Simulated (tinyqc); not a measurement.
Superjunction drift layer against a plain one, charge balance: one step of the calculation.

Alternating n and p pillars of equal width wp, doping N and length Lp. When depleted, the lateral field peaks at Ex = q N wp/(2 eps0 eps_r) at the pillar junctions and a uniform vertical field Ey is added; breakdown is taken where Ex^2 + Ey^2 = Ef^2. Only the n pillars conduct, narrowed by the zero-bias depletion. A first-order model: the field peaks at the pillar ends are left out.

Task. Design of the pillars. Ex = a Ef gives N = 2 eps0 eps_r a Ef/(q wp); Ey = Ef sqrt(1 - a^2); Lp = BV/Ey; xd = sqrt(eps0 eps_r Vb/(q N)) on each side; Rsp = 2 Lp/(q mu(N) N (1 - 2 xd/wp)). mu(N) = mi + (mx - mi)/(1 + (N/Nr)^0.9).

Parameters, values chosen for the exercise; values close to those of gallium nitride:
```
symbol,value,unit,meaning
eps_r,9.45,,relative permittivity of the semiconductor
mx,1100,cm^2/(V s),mobility at low doping
mi,60.1,cm^2/(V s),mobility at high doping
Nr,2e17,cm^-3,reference doping of the mobility
BV,2300,V,wanted breakdown voltage
wp,0.5,um,width of each pillar
Ef,2.7,MV/cm,critical field inside the pillars
a,0.48,,lateral peak field as a share of Ef
Vb,2.8,V,built-in voltage of the pillar junctions
```

Constants: q = 1.602176634e-19 C, eps0 = 8.8541878128e-14 F/cm where lengths are in cm. Results are converted to the units shown.

Give: N; Ey; Lp; xd; Rsp.

Result.

N = 2.7073e17 cm^-3
Ey = 2.3686 MV/cm
Lp = 9.7103 um
xd = 0.073493 um
Rsp = 0.12443 mohm cm^2

The pillars have an aspect ratio of 19.4. Their doping is 26.5 times, and their Rsp 0.137 times, that of the plain layer.

Computed by the program tinyqc: `OMP_NUM_THREADS=1 python tinyqc.py 2590118 2590119 out.jsonl`, one thread of a shared Intel Xeon 2.30GHz, about 0.01 s for the whole run.
